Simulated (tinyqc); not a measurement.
# Doping and barrier from two capacitances

Problem. A Schottky diode on a uniformly doped n-type layer obeys (A/C)^2 = 2 (Vbi - V - Vt)/(q eps0 eps_r Nd) in reverse bias, with phiB = Vbi + Vt ln(Nc/Nd) and image force ignored. Find Nd, Vbi and phiB.

Inputs (values chosen for the exercise); band and dielectric values those of a made-up semiconductor:
```
symbol,value,unit,meaning
T,400,K,temperature
eps_r,10.5,,relative permittivity
Nc,9.61e17,cm^-3,conduction-band density of states at T
A,0.00049,cm^2,diode area
```

Constants: q = 1.602176634e-19 C, kB = 1.380649e-23 J/K, Vt = kB T/q, eps0 = 8.8541878128e-14 F/cm where lengths are in cm. Results are converted to the units shown.

C at V = -0.3 and -2.9 V (pF): [11.348284, 6.1258673]

Solution. The slope of (A/C)^2 against -V gives Nd, the intercept Vbi - Vt, and the Fermi-level depth Vt ln(Nc/Nd) is added for the barrier.

Nd = 7.700e15 cm^-3
Vbi = 0.8036 V
phiB = 0.9700 eV

tinyqc, about 0.04 s, one thread, Intel Xeon 2.30GHz (shared host): `OMP_NUM_THREADS=1 python tinyqc.py 2020016 2020017 out.jsonl`
